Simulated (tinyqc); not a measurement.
Orbital energy against energy difference: ionisation energy by orbital energies and by energy differences in the cc-pvdz basis, for BeH2, spin multiplicity 1. Computed by the program tinyqc with PySCF. The cation is unrestricted; errors are against CCSD(T) in this basis, not against experiment.

Geometry (angstrom):
```
atom,x,y,z
Be,0.0000,0.0000,0.0000
H,0.0000,1.2560,0.0000
H,0.0000,-1.2780,0.0000
```

CCSD(T) difference in the same basis = 12.1444 eV

IP-EOM-CCSD = 12.1758 eV

First vertical ionisation energy (eV):
```
method,-e(HOMO),E(cation) - E,error of -e(HOMO),error of the difference
HF,12.385,11.50057,0.241,-0.644
LDA,7.530,11.79049,-4.614,-0.354
PBE,7.547,11.81484,-4.597,-0.330
B3LYP,8.746,12.06139,-3.398,-0.083
CAM-B3LYP,10.441,12.15873,-1.704,0.014
LC-wPBE,11.901,12.30613,-0.243,0.162
```

Estimate the missing row, method = PBE0.

Computed row:
```
method  -e(HOMO)  E(cation) - E  error of -e(HOMO)  error of the difference
PBE0       8.927       11.99419             -3.217                   -0.150
```

Koopmans errs by +0.24 eV and Delta-HF by -0.64 eV: relaxation, 0.88 eV, lowers the value and the missing correlation difference works against it. The PBE level is off by -4.6 eV through the wrong tail of its potential, though its energy difference is off by -0.33 eV; exact exchange deepens the level, and among the orbital energies HF comes closest; among the differences CAM-B3LYP does.
